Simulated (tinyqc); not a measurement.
Capacitance of parallel on-chip lines from Laplace's equation on a mesh: two steps of the calculation.

Cross-section of an endless row of equal lines between two grounded planes; neighbours are driven in antiphase (+1 V and -1 V), so the plane midway between two lines is at 0 V. By symmetry one quarter is solved: x runs from the centre of a line (column 0, mirror) to that midplane (column 4, 0 V), y from the mid-height of the line (row 0, mirror) to the ground plane (row 4, 0 V). The line fills columns 0 to 1 and rows 0 to 2 at 1 V. Cells beside the line (below row 2) have e2, cells above have e1. Each link between nodes has the conductance g = mean permittivity of the two cells beside it (a cell beyond a mirror counts as 0), and the free nodes obey sum g (V_neighbour - V) = 0.

Inputs (values chosen for the exercise):
- e1 = 4.2 (relative permittivity above and below the lines)
- e2 = 2 (relative permittivity between the lines)
- om = 1.2 (over-relaxation factor)

Constants: eps0 = 8.8541878128e-12 F/m. Results are converted to the units shown.

Task 1. Relaxation sweep. One sweep visits the free nodes row by row from row 0, left to right, and replaces V by V + om (weighted mean of the neighbours - V), using new values at once.

V after sweep 1 (V):
```
           col 0      col 1      col 2      col 3      col 4
row 0  1.0000000  1.0000000  0.3000000  0.0900000  0.0000000
row 1  1.0000000  1.0000000  0.3900000  0.1440000  0.0000000
row 2  1.0000000  1.0000000  0.3754839  0.1405161  0.0000000
row 3  0.3000000  0.3900000  0.2296452  0.1110484  0.0000000
row 4  0.0000000  0.0000000  0.0000000  0.0000000  0.0000000
```

gx:
```
       col 0  col 1  col 2  col 3
row 0      1      1      1      1
row 1      2      2      2      2
row 2    3.1    3.1    3.1    3.1
row 3    4.2    4.2    4.2    4.2
row 4    2.1    2.1    2.1    2.1
```

gy:
```
       col 0  col 1  col 2  col 3  col 4
row 0      1      2      2      2      1
row 1      1      2      2      2      1
row 2    2.1    4.2    4.2    4.2    2.1
row 3    2.1    4.2    4.2    4.2    2.1
```

Wanted: V after sweep 2.

Result 1.

V after sweep 2 (V):
```
        col 0   col 1   col 2   col 3   col 4
row 0  1.0000  1.0000  0.5010  0.2187  0.0000
row 1  1.0000  1.0000  0.5281  0.2374  0.0000
row 2  1.0000  1.0000  0.4626  0.2018  0.0000
row 3  0.4740  0.4331  0.2561  0.1152  0.0000
row 4  0.0000  0.0000  0.0000  0.0000  0.0000
```

Task 2. Capacitance per length. C = 4 eps0 sum g (difference of V)^2 over all links (twice the energy of the four quarters, line at 1 V). Plate estimate without fringing: eps0 [2 e1 w/hd + 2 e2 t/(s/2)], w = 2 hx, t = 4 hx, s/2 = 3 hx, hd = 2 hx.

converged V (V):
```
           col 0      col 1      col 2      col 3      col 4
row 0  1.0000000  1.0000000  0.6197857  0.2910871  0.0000000
row 1  1.0000000  1.0000000  0.5940279  0.2722813  0.0000000
row 2  1.0000000  1.0000000  0.4840446  0.2040103  0.0000000
row 3  0.4653628  0.4307255  0.2575394  0.1153874  0.0000000
row 4  0.0000000  0.0000000  0.0000000  0.0000000  0.0000000
```

gx:
```
       col 0  col 1  col 2  col 3
row 0      1      1      1      1
row 1      2      2      2      2
row 2    3.1    3.1    3.1    3.1
row 3    4.2    4.2    4.2    4.2
row 4    2.1    2.1    2.1    2.1
```

gy:
```
       col 0  col 1  col 2  col 3  col 4
row 0      1      2      2      2      1
row 1      1      2      2      2      1
row 2    2.1    4.2    4.2    4.2    2.1
row 3    2.1    4.2    4.2    4.2    2.1
```

Find: C; plate estimate.

Result 2.

C = 223.3 aF/um
plate estimate = 121.6 aF/um

Numbers from tinyqc (`OMP_NUM_THREADS=1 python tinyqc.py 2790154 2790155 out.jsonl`; about 1 s on one thread of a shared Intel Xeon 2.30GHz).
